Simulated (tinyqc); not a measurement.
# From growth rate G back to temperature T

Model: microkinetic model of low-temperature epitaxy from hydride gases: adsorption, hydrogen desorption and rate control. Computed by tinyqc, a small Python program. Command: `OMP_NUM_THREADS=1 python tinyqc.py 3031622 3031623 out.jsonl hepi inv`. One thread of a shared host (Intel(R) Xeon(R) Processor @ 2.30GHz), about 0.06 s of CPU time with the checks.

Each hydride molecule needs two free sites and leaves four hydrogen atoms, of which two leave at once as H2; theta is the hydrogen coverage, the site density is 6.78 per nm^2 and one layer is 1.358 angstrom thick.

Inputs (values chosen for the exercise, close to those used for silane on Si(001)):
```
quantity                            value  unit
silane pressure p_S                   2.4    Pa
sticking prefactor of silane s0     0.011     -
adsorption barrier E_s               0.28    eV
desorption prefactor nu_d         2.5e+12   1/s
desorption energy on silicon E_d     2.16    eV
hydrogen carrier pressure p_H          76    Pa
sticking of hydrogen s_H          9.7e-07     -
```

Film: silicon. Order of hydrogen desorption: first.

Constants: k_B = 8.617333262e-05 eV/K; u = 1.6605390666e-27 kg; k_B = 1.380649e-23 J/K.

Method:
- Flux per site F = p/(sqrt(2 pi M k_B T) x 6.78e18 per m^2), M = 32.12 u (silane), 2.016 u (hydrogen); s = s0 exp(-E_s/(k_B T)); k_S = s F_S = k; k_H = s_H F_H; k_d = nu_d exp(-E_d/(k_B T)).
- Temperatures in kelvin are T(C) + 273.15.
- With k the hydride and k_H the hydrogen adsorption rate on free pairs and k_d the desorption rate, steady state: 2 (k + k_H)(1 - theta)^2 = k_d theta; growth rate R = k (1 - theta)^2 layers/s; 1 layer/s = 8.148 nm/min.
- With c = 2 (k + k_H)/k_d the free share is 1 - theta = 2/(1 + sqrt(1 + 4c)).

Question. A run gave the result below. Find the temperature T, known to lie between 450 and 730 C.

growth rate G = 7.823924 nm/min

Answer.

Each step takes the trial c = (a f_b - b f_a)/(f_b - f_a), f being the result less the target and a, b, c the logarithms of the listed values; c replaces end b, the old b replaces a if the sign of f changed, and otherwise f_a is halved.

Scan of the range:
```
temperature T (C)  growth rate G (nm/min)
450                           4.38964e-03
488                           2.66038e-02
529                           1.45639e-01
573                           6.85319e-01
621                           2.63611e+00
673                           7.34576e+00
730                           1.39700e+01
```

False position (Illinois rule, in the logarithm of the input) inside the bracket:
```
step    end a    end b    trial  growth rate G (nm/min)
1     673.000  730.000  676.961                 7.79650
2     730.000  676.961  677.188                 7.82255
3     730.000  677.188  677.211                 7.82516
4     677.188  677.211  677.200                 7.82392
5     677.211  677.200  677.200                 7.82392
```

Growth rate G rises at every point of a 13-point scan of the range (every second point is shown), so one value fits; it is bracketed by 673 and 730. Answer: temperature T = 677.2 C.
